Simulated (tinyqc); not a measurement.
Comparisons within one model: band offset from the macroscopic average of a supercell potential. A value that a table varies takes the place of the one given here.

A model of the planar-averaged electrostatic energy of an electron in a periodic cell of N1 periods of A (L1 = N1 n1 h) and N2 periods of B (L2 = N2 n2 h), on z_j = j h: V(z) = f VA + (1 - f) VB + F t(z), VA = V1[0] + V1[1] cos(2 pi z/(n1 h)) + V1[2] cos(4 pi z/(n1 h)), VB the same with V2, n2 and z - L1. f = [tanh(z/w) - tanh((z - L1)/w) + tanh((z - L1 - L2)/w)]/2 + 1/2; t(z) = z - L1/2 in A and (L1/L2)(L1 + L2/2 - z) beyond, so that the cell is periodic.

Running mean over n points, periodic: for odd n the plain mean of the n points centred on j; for even n the n + 1 points with half weight at both ends. The macroscopic average applies the mean over n1 points and then over n2 points.

dEv = Ev(A) - Ev(B) = Ev1 - (dV + Ev2); dEc = Ec(B) - Ec(A) = Eg2 - Eg1 - dEv. The correction of a gap, c = Eg[1] - Eg[0], lowers the valence top by fv c and leaves dV, a ground-state quantity, as it is. Type I: dEv and dEc of one sign; II: opposite signs; III: no overlap of the gaps.

Parameters, chosen for this exercise (gaps near those of GaAs and AlAs; the results hold for these values, not for the real material):
```
symbol  value                 unit         meaning
h       0.3                   angstrom     grid step
n1      6                                  grid points per period of A
n2      7                                  grid points per period of B
V1      (-10.82, 2.15, 0.11)  eV           mean and two harmonics of the potential in A
V2      (-6.05, 4.72, 0.04)   eV           the same in B
w       0.38                  angstrom     width of the interfaces
N1      5                                  periods of A
N2      5                                  periods of B
F       0                     eV/angstrom  slope in A from opposite charges on the two interfaces
Ev1     5.25                  eV           valence top of bulk A above its mean potential
Eg1     (0.5, 1.53)           eV           gap of A: semi-local value, corrected value
Ev2     0.32                  eV           valence top of bulk B above its mean potential
Eg2     (1.37, 2.22)          eV           gap of B: semi-local value, corrected value
```

## How thick the regions must be

N1 = N2 = N, no slope (F = 0); dV is read at j = floor(N n1/2) and N n1 + floor(N n2/2). The exact value is V2[0] - V1[0].

Results:
```
N  L1 (angstrom)  dV (eV)  error (meV)
1           1.80   1.3391     -3430.88
2           3.60   4.6175      -152.53
3           5.40   4.7675        -2.51
4           7.20   4.7700        -0.01
5           9.00   4.7700         0.00
6          10.80   4.7700         0.00
```

The error is below 10 meV from N = 3 on. The two windows together span 3.90 angstrom and must fit between the interface tails, which fall as exp(-2 z/w); the errors at N = 2, 3 and 4 are -152.53, -2.51 and -0.01 meV.

## The choice of windows

dV read at j = 15 and 47 after means over the numbers of points listed; ripple is the spread over the five points around each.

Results:
```
windows  dV (eV)  ripple in A (meV)  ripple in B (meV)
none       2.582               3060               7162
6 only     4.129                  0               1084
7 only     4.447                484                  0
7, 8       4.827                 85                  0
6, 7       4.770                  0                  0
```

Which rows can be used, and how does a wrong window show?

The last row matches both periods and lies 0 meV from the value of a thick cell, V2[0] - V1[0] = 4.770 eV. Against it the raw potential errs by -2.19 eV. No other row is within 20 meV of it. A window one point too long leaves a ripple of 484 meV in A, against 0 meV in the last row: the ripple is the sign to look for. Rows to use, with under 30 meV of ripple in both regions once the tilt is taken off: 6, 7. A row with a large ripple can hit the right value only by chance.

## Where the gap correction goes

dV = B - A = 4.7700 eV

fv1 and fv2 are varied.

Offsets (eV):
```
fv1  fv2     dEv     dEc
0.0  0.0   0.160   0.530
0.5  0.5   0.070   0.620
1.0  1.0  -0.020   0.710
0.0  1.0   1.010  -0.320
1.0  0.0  -0.870   1.560
0.3  0.7   0.446   0.244
```

dEv + dEc = 0.690 eV in every row, but dEv alone spans 1.88 eV, the sum of the two corrections. A scissor on the conduction bands alone (first row) keeps the semi-local dEv; with equal shares fv the shift is fv times the difference of the corrections, -0.18 eV, against their sum of 1.88 eV: most of the error cancels if the shares are alike.

(tinyqc, `OMP_NUM_THREADS=1 python tinyqc.py 1851205 1851206 out.jsonl`, Intel(R) Xeon(R) Processor @ 2.30GHz, 1 thread, shared host, about 0.01 s.)
